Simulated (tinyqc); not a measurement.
Interface traps from C-V curves, high-low and Terman methods: subthreshold swing with traps.

MOS capacitor on an n-type substrate; psi is the band bending, negative in depletion; only majority carriers are counted. At the bending psi the Fermi level lies y = xi - psi below the conduction edge at the surface, xi = Vt ln(Nc/Nd). Dit(y) = D0 + D1 exp(-y/E1); traps fill up to the Fermi level, follow the bias and a slow signal, and do not follow a fast one. V is the gate voltage from flat band.

Cox = 3.9 eps0/EOT, LD = sqrt(eps0 eps_r Vt/(q Nd)), u = psi/Vt, Cd = (eps0 eps_r/(sqrt(2) LD)) |exp(u) - 1|/sqrt(exp(u) - u - 1). At psi = -0.143 V the swing of a transistor with this gate would be S = Vt ln 10 (1 + (Cd + q Dit)/Cox), Dit as above.

Inputs (values chosen for the exercise); band and dielectric values close to those of In0.53Ga0.47As: temperature T = 300 K; relative permittivity eps_r = 13.8; conduction-band density of states at T Nc = 2.1e17 cm^-3; donor density Nd = 5.3e15 cm^-3; equivalent oxide thickness EOT = 4 nm; band-tail density at the conduction edge D1 = 2.1e12 cm^-2 eV^-1; decay energy of the tail E1 = 0.16 eV.

Constants: q = 1.602176634e-19 C, kB = 1.380649e-23 J/K, Vt = kB T/q, eps0 = 8.8541878128e-14 F/cm where lengths are in cm. Results are converted to the units shown.

Result of one run:
```
Dit (cm^-2 eV^-1)  q Dit/Cox  S (mV/decade)
6.841e11              0.1270          71.65
```

Which trap density far from the band edge D0 gave this result: 8.5e9, 7.3e10, 2.1e11 or 5.3e12 cm^-2 eV^-1?

D0 = 2.1e11 cm^-2 eV^-1.

The whole series:
```
D0 (cm^-2 eV^-1)  Dit (cm^-2 eV^-1)  q Dit/Cox  S (mV/decade)
8.5e9                      4.826e11    0.08957          69.43
2.5e10                     4.991e11    0.09263          69.61
7.3e10                     5.471e11     0.1015          70.14
2.1e11                     6.841e11     0.1270          71.65
6.2e11                     1.094e12     0.2031          76.18
1.8e12                     2.274e12     0.4221          89.22
5.3e12                     5.774e12      1.072          127.9
1.5e13                     1.547e13      2.872          235.0
```

S rises from 69.4 to 235 mV/decade; without traps it is 64.1. The traps add 10 mV/decade at Dit = 9.05e11 cm^-2 eV^-1 and equal Cox at 5.39e12.

Range of the model: In a narrow-gap semiconductor minority carriers respond as well once the bending nears the inversion point; they are left out.

Program tinyqc, `OMP_NUM_THREADS=1 python tinyqc.py 2030143 2030144 out.jsonl`; Intel Xeon 2.30GHz, shared host, one thread, about 0.01 s.
